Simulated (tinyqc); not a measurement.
Parabolic quantum dot in a magnetic field (Fock-Darwin), step by step. Values are carried at full precision from step to step, so a last printed digit may differ when a step is redone from the rounded ones.

Two dimensions, V = m w0^2 r^2/2, one valley. hbar wc = 2 muB B/m, W = sqrt(w0^2 + wc^2/4), E(n, l, s) = (2n + |l| + 1) hbar W - l hbar wc/2 + s gs muB B, n = 0, 1, ..., l = 0, +/-1, ..., s = +/-1/2; length lam = sqrt(2c/(m hbar W)), c = hbar^2/2m0.

Constants: muB = 5.788381798e-05 eV/T; hbar^2/2m0 = 3.80998211 eV angstrom^2; e^2/(4 pi eps0) = 14.39964547 eV angstrom.

Values chosen for the exercise (near those of a gate-defined dot in InAs; shifted at random, so the results belong to these values and not to a real crystal): m = 0.0291 m0 (mass); gs = -7.87 (g factor); w0 = 2.7 meV (confinement energy hbar w0); B = 0.2 T (magnetic field); Ec = 3.6 meV (charging energy e^2/C); eps = 14.7 (dielectric constant).

## Energy and length scales

Give hbar wc, hbar W, the two mode energies hbar W +/- hbar wc/2, the Zeeman energy |gs| muB B and lam.

hbar wc = 0.7957 meV
hbar W = 2.7292 meV

modes (meV): 3.1270  2.3313

Zeeman energy = 0.0911 meV
lam = 309.8 angstrom

The product of the modes is w0^2 = 7.29 meV^2 at any field. These two lines are all that far-infrared light sees, whatever the number of electrons (Kohn theorem).

## Orbital levels

The eight lowest (n, l) from E = (2n + |l| + 1) W - l wc/2.

Levels:
```
(n,l)   E (meV)
(0,0)     2.729
(0,1)     5.060
(0,-1)    5.856
(0,2)     7.392
(1,0)     8.187
(0,-2)    8.983
(0,3)     9.723
(1,1)    10.519
```

## Addition spectrum

Constant interaction: mu(N) = E_N + (N - 1/2) Ec with the spin-resolved levels filled in order; the addition energy is mu(N + 1) - mu(N).

Filling:
```
N   state added  E_N (meV)  mu(N) (meV)  addition energy (meV)
1        (0,0)+      2.684        4.484                  3.691
2        (0,0)-      2.775        8.175                  5.840
3        (0,1)+      5.015       14.015                  3.691
4        (0,1)-      5.106       17.706                  4.305
5       (0,-1)+      5.811       22.011                  3.691
6       (0,-1)-      5.902       25.702                  5.045
7        (0,2)+      7.346       30.746                  3.691
8        (0,2)-      7.437       34.437                  4.305
9        (1,0)+      8.142       38.742                  3.691
10       (1,0)-      8.233       42.433                  4.305
```

The largest addition energy falls at N = 2; at zero field it peaks at the closed shells 2, 6 and 12. Exchange, which the model lacks, would favour parallel spins near level crossings. Ec is an independent input that includes screening by the gates.

## Singlet and triplet of two electrons

Two electrons, first order in the Coulomb energy: the singlet (0,0)^2 has 2W + J0 and the lowest triplet (0,0)(0,1) has 3W - wc/2 + J0/2 - Ez, with J0 = sqrt(pi/2) q/(eps lam), q = e^2/(4 pi eps0), Ez = |gs| muB B.

Give J0, the triplet less the singlet, and J0/W.

J0 = 3.963 meV
E(T) - E(S) = 0.258 meV
J0/W = 1.45

The singlet is lower at this order. J0 exceeds W, so first order overstates the interaction and the result is only a guide.

## The same without perturbation theory

Exact treatment: the centre of mass separates with energy W, and the relative motion obeys [-(2c/m) Laplacian + (2c/m) r^2/(2 lam^2)^2 + q/(eps r)] psi = e_l psi for angular number l, solved in 14 Gaussians r^l exp(-a r^2), a = 1.7^i/(4 lam^2), i = -3 to 10. E(S) = W + e_0, E(T) = W + e_1 - wc/2 - Ez.

Solve for e_0 and e_1.

e_0, e_1 (meV): 5.80  7.33

first-order values W + J0 and 2W + J0/2 (meV): 6.69  7.44

E(T) - E(S), exact = 1.04 meV

First order overshoots e_0 by 0.89 meV and e_1 by only 0.11 meV, since the singlet gains more by keeping the electrons apart; it therefore favours the triplet by 0.78 meV too much. Of these two the singlet is lower, as first order says.

## Checks

- e_0 at W = 2 Ry m/eps^2, where it is exactly 2W, as a ratio e_0/W: both 2.000.
- Level (0,1) from the radial equation by finite differences against the formula, meV: both 5.06.

Program tinyqc; command `OMP_NUM_THREADS=1 python tinyqc.py 1252037 1252038 out.jsonl`; about 0.07 s on one thread of a shared Intel(R) Xeon(R) Processor @ 2.30GHz.
